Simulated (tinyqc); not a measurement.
## Switching power and leakage at the onset of runaway

Inverse problem. T = T0 + Rth P(T), P(T) = Pd + Pl (T/300 K)^2 exp[(q Ea/kB)(1/(300 K) - 1/T)]. At the onset of runaway the loop gain Rth dP/dT equals one as well. Find Pd and the critical Pl.

Inputs (values chosen for the exercise):
```
symbol  value  unit                           meaning
T0        340     K               ambient temperature
Ea       0.43    eV  activation energy of the leakage
Rth        30   K/W                thermal resistance
```

Constants: q = 1.602176634e-19 C, kB = 1.380649e-23 J/K. Results are converted to the units shown.

temperature at the onset of runaway = 393.50400 K

Solution. With s = 2/T + q Ea/(kB T^2), unit gain means Rth (P - Pd) = 1/s; the heat balance then gives Pd, and the leakage term Pl.

Pd = 0.890 W
critical Pl = 0.00998 W

Numbers from tinyqc (`OMP_NUM_THREADS=1 python tinyqc.py 2520059 2520060 out.jsonl`; about 0.01 s on one thread of a shared Intel Xeon 2.30GHz).
